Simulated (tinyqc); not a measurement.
Thin-film transistor with exponential tail and deep states, accumulation layer: two steps of the calculation.

An undoped film in accumulation, thicker than the space-charge layer. With band bending psi the Fermi level lies E0 - psi below the band edge. Free electrons n = n0 exp(psi/Vt) carry the current; electrons in two exponential distributions of traps, a = a0 exp(psi/Va) and d = d0 exp(psi/Vp), do not. Linear regime, ohmic contacts, traps in equilibrium.

Inputs (values chosen for the exercise); values close to those of an organic semiconductor: temperature T = 270 K; relative permittivity of the semiconductor eps_r = 3.2; band mobility mb = 2.6 cm^2/(V s); characteristic temperature of the tail Tt = 470 K; characteristic temperature of the deep states Td = 970 K; gate capacitance Ci = 12 nF/cm^2; ratio W/L WL = 10; drain voltage Vd = 0.05 V; gate voltage above flat band Vg = 24 V.

Constants: q = 1.602176634e-19 C, kB = 1.380649e-23 J/K, Vt = kB T/q, eps0 = 8.8541878128e-14 F/cm where lengths are in cm. Results are converted to the units shown.

Task 1. Surface potential by Newton steps. Va = kB Tt/q, Vp = kB Td/q. G(psi) = sum over the three kinds of c0 [V (exp(psi/V) - 1) - psi], field F = sqrt(2 q G/(eps0 eps_r)); Vg = psi + eps0 eps_r F/Ci at the surface. f = psi + eps0 eps_r F/Ci - Vg, f' = 1 + q rho/(Ci F) with rho = sum c0 (exp(psi/V) - 1); psi(new) = psi - f/f'.

psi after iteration 1 = 0.40990793 V
n0 = 2.8903261e12 cm^-3
a0 = 6.4048192e15 cm^-3
d0 = 2.4491530e15 cm^-3

Wanted: F; f; f'; psi after iteration 2.

Result 1.

F = 3275 kV/cm
f = 53.74 V
f' = 1179
psi after iteration 2 = 0.3643 V

Task 2. Free and total charge, current. Total charge Q = Ci (Vg - psi_s); free charge Qf = q times the integral of n0 (exp(psi/Vt) - 1)/F over psi from 0 to psi_s; I = (W/L) mb Qf Vd; effective mobility mb Qf/Q.

psi_s = 0.325499198 V
n0 = 2.89032613e12 cm^-3
a0 = 6.40481922e15 cm^-3
d0 = 2.44915297e15 cm^-3

Wanted: surface densities; Q; Qf; effective mobility; I.

Result 2.

surface densities (cm^-3): free 3.441e18, tail 1.981e19, deep 1.203e17
Q = 284.1 nC/cm^2
Qf = 18.26 nC/cm^2
effective mobility = 0.1671 cm^2/(V s)
I = 23.74 nA

Program tinyqc, `OMP_NUM_THREADS=1 python tinyqc.py 2610026 2610027 out.jsonl`; Intel Xeon 2.30GHz, shared host, one thread, about 0.01 s.
